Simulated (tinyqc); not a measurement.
Vacuum evaporation: vapour pressure, source flux, thickness distribution, purity and step coverage: one step, computed by the program tinyqc.

Molecular flow, unit sticking of the metal, no re-evaporation. The background gas is taken as water vapour (18.015 g/mol, collision diameter 0.37 nm) at 300 K.

Problem. Vapour pressure and flux. log10(p_v/Pa) = A - B/T; flux from the surface Phi = p_v/sqrt(2 pi m k_B T), m = M u. Mass loss = Phi x area x m; heat of evaporation = ln(10) R B; d ln Phi/dT = ln(10) B/T^2 - 1/(2 T).

Inputs (values chosen for the exercise, modelled on copper, with constants for the liquid): molar mass M = 63.55 g/mol; vapour-pressure constant A = 10.83; vapour-pressure constant B = 16430 K; source temperature T = 1510 K; source area = 0.72 cm^2.

Constants: u = 1.6605390666e-27 kg; k_B = 1.380649e-23 J/K; R = 8.314462618 J/(mol K).

Give: vapour pressure p_v; flux Phi; mass loss; heat of evaporation; change of flux per kelvin.

Solution.

vapour pressure p_v = 0.8896 Pa

flux Phi = 7.567e+17 1/(cm^2 s)

mass loss = 0.2070 g/h

heat of evaporation = 314.5 kJ/mol

change of flux per kelvin = 1.626 %/K

Holding the rate to 1 % needs the temperature to about 0.61 K.
